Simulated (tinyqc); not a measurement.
CIS and TDHF on RHF in the sto-6g basis, for H2, spin multiplicity 1, step by step. One step of it, computed by the program tinyqc.

Question. Iteration 2 (converged): orbitals. Diagonalise F' = X^T F X, C = X C', fill 1 alpha and 1 beta electrons from the bottom; D = 2 C_occ C_occ^T. Each column has its largest component positive (the first on a tie).

converged F (hartree):
```
           1H 1s      2H 1s
1H 1s  -0.257293  -0.485710
2H 1s  -0.485710  -0.257293
```

X:
```
           1H 1s      2H 1s
1H 1s   1.118930  -0.304111
2H 1s  -0.304111   1.118930
```

Give: F' = X^T F X; orbital energies; coefficients C; D after iteration 2.

Answer.

F' = X^T F X (hartree):
```
         1        2
1  -0.0154  -0.4779
2  -0.4779  -0.0154
```

orbital energies (hartree): MO1 -0.4933, MO2 0.4626

coefficients C:
```
          MO1      MO2
1H 1s  0.5762   1.0062
2H 1s  0.5762  -1.0062
```

D after iteration 2:
```
        1H 1s   2H 1s
1H 1s  0.6639  0.6639
2H 1s  0.6639  0.6639
```
